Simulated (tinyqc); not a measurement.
# One-diode model of a solar cell: what changes with what

J is the current delivered and Vj = V + J Rs the junction voltage. J = X JL - J01 (exp(Vj/(n1 Vt)) - 1) - Vj/Rp. The photocurrent does not depend on voltage.

Inputs (values chosen for the exercise); values of the order met in cells of silicon:
```
symbol,value,unit,meaning
T,348,K,temperature
JL,32.6,mA/cm^2,photocurrent at one sun
X,10,suns,concentration
J01,7.8e-7,A/cm^2,saturation current of the diode
n1,1.53,,ideality factor of the diode
Rs,0,ohm cm^2,series resistance
Rp,200,ohm cm^2,shunt resistance
Pin,100,mW/cm^2,incident power at one sun
```

Constants: q = 1.602176634e-19 C, kB = 1.380649e-23 J/K, Vt = kB T/q. Results are converted to the units shown.

Each table varies one quantity; the others keep the values above.

## Effect of the concentration

Jsc at V = 0, Voc at J = 0, the maximum power point where J (1 + 2 Rs G) = G Vj with G = -dJ/dVj; FF = Vmp Jmp/(Voc Jsc); efficiency Vmp Jmp/(X Pin). Empirical fill factor without parasitics FF0 = (v - ln(v + 0.72))/(v + 1), v = Voc/(n1 Vt).

Effect of the concentration:

| X (suns) | Jsc (mA/cm^2) | Voc (V) | Vmp (V) | Jmp (mA/cm^2) | FF | efficiency (%) | FF0 |
|---|---|---|---|---|---|---|---|
| 0.01 | 0.3260 | 0.06472 | 0.03241 | 0.1632 | 0.2506 | 0.5288 | 0.2714 |
| 0.04 | 1.304 | 0.2349 | 0.1259 | 0.6630 | 0.2726 | 2.087 | 0.5482 |
| 0.1 | 3.260 | 0.3476 | 0.2385 | 1.927 | 0.4056 | 4.596 | 0.6367 |
| 0.5 | 16.30 | 0.4496 | 0.3469 | 13.07 | 0.6186 | 9.066 | 0.6895 |
| 2 | 65.20 | 0.5182 | 0.4115 | 57.02 | 0.6945 | 11.73 | 0.7164 |
| 6 | 195.6 | 0.5697 | 0.4593 | 176.0 | 0.7251 | 13.47 | 0.7335 |
| 20 | 652.0 | 0.6254 | 0.5108 | 596.1 | 0.7467 | 15.22 | 0.7496 |
| 80 | 2608 | 0.6892 | 0.5700 | 2411 | 0.7647 | 17.18 | 0.7655 |
| 300 | 9780 | 0.7499 | 0.6267 | 9110 | 0.7785 | 19.03 | 0.7788 |

As X goes from 0.01 to 300, Voc rises from 0.0647 to 0.750 V, FF rises from 0.251 to 0.778 and the efficiency rises from 0.529 to 19.0 %. Voc gains 106 mV a decade at the top and 283 mV at the bottom (n1 Vt ln 10 = 106 mV). For X = 0.01, 0.04, 0.1, 0.5 v is below 10, outside the range of the formula for FF0. For X = 0.01, 0.04, 0.1 the shunt carries over 0.3 of the photocurrent at open circuit, so it pulls Voc down and FF towards the 1/4 of a resistor.

## Effect of the shunt resistance

Same model as above.

The same in every row: Jsc (mA/cm^2) = 326.0.

Effect of the shunt resistance:

| Rp (ohm cm^2) | Voc (V) | Vmp (V) | Jmp (mA/cm^2) | FF | efficiency (%) | FF0 |
|---|---|---|---|---|---|---|
| 3 | 0.5554 | 0.4069 | 184.8 | 0.4154 | 7.521 | 0.7290 |
| 10 | 0.5848 | 0.4675 | 258.5 | 0.6339 | 12.08 | 0.7381 |
| 60 | 0.5924 | 0.4797 | 290.9 | 0.7226 | 13.96 | 0.7403 |
| 300 | 0.5936 | 0.4814 | 296.3 | 0.7371 | 14.26 | 0.7407 |
| 1000 | 0.5938 | 0.4817 | 297.3 | 0.7397 | 14.32 | 0.7407 |
| 5000 | 0.5938 | 0.4818 | 297.6 | 0.7405 | 14.34 | 0.7407 |
| 20000 | 0.5939 | 0.4818 | 297.6 | 0.7407 | 14.34 | 0.7408 |
| 1e5 | 0.5939 | 0.4818 | 297.7 | 0.7407 | 14.34 | 0.7408 |

What does the comparison show?

As Rp goes from 3 to 1e5, Voc rises from 0.555 to 0.594 V, FF rises from 0.415 to 0.741 and the efficiency rises from 7.52 to 14.3 %. Voc changes by 0.00478 mV a decade between the last two rows and 56.3 mV between the first two. For Rp = 3 the shunt carries over 0.3 of the photocurrent at open circuit, so it pulls Voc down and FF towards the 1/4 of a resistor.

Computed by the program tinyqc: `OMP_NUM_THREADS=1 python tinyqc.py 2280036 2280037 out.jsonl`, one thread of a shared Intel Xeon 2.30GHz, about 0.01 s for the whole run.
